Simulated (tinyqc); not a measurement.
Small-signal admittance of a forward-biased p+-n diode: one step of the calculation.

Holes injected into a neutral base of width wb with an ohmic contact at its end; low injection, p0 far above the equilibrium density. A small voltage v exp(i w t), w = 2 pi f, modulates the edge density by p0 v/Vt, and the small-signal density obeys Dp d2p/dx2 = (1/tau + i w) p.

Task. Closed-form admittance. L = sqrt(Dp tau); direct current J = (q Dp p0/L) coth(wb/L); k = sqrt(1 + i w tau)/L; diffusion admittance Y = (q Dp p0/Vt) k coth(k wb) = G + i w C_diff; junction capacitance C_j = sqrt(q eps0 eps_r Nd/(2 Vr)) in the depletion approximation, with the remaining barrier Vr = Vt ln(Na/p0), a rough value under forward bias; base-width modulation is left out.

Inputs (values chosen for the exercise); permittivity close to that of gallium arsenide:
- T = 275 K (temperature)
- eps_r = 12.9 (relative permittivity)
- Nd = 1.1e17 cm^-3 (donor density of the base)
- Dp = 7.1 cm^2/s (hole diffusion coefficient)
- tau = 2e-8 s (hole lifetime)
- wb = 2.7 um (width of the neutral base)
- p0 = 8.8e13 cm^-3 (excess hole density at the junction edge)
- Na = 2e18 cm^-3 (acceptor density of the p+ side)
- f = 1.5e8 Hz (signal frequency)

Constants: q = 1.602176634e-19 C, kB = 1.380649e-23 J/K, Vt = kB T/q, eps0 = 8.8541878128e-14 F/cm where lengths are in cm. Results are converted to the units shown.

Give: L; J; k wb; Y; C_diff; C_j.

Result.

L = 3.768 um
J = 0.4321 A/cm^2
k wb = 2.259+2.142i
Y = 34.35+33.90i S/cm^2
C_diff = 0.03597 uF/cm^2
C_j = 0.2058 uF/cm^2

G is 1.88 times its low-frequency value J/Vt, and C_diff is 0.175 times C_j.

Numbers from tinyqc (`OMP_NUM_THREADS=1 python tinyqc.py 2890135 2890136 out.jsonl`; about 0.01 s on one thread of a shared Intel Xeon 2.30GHz).
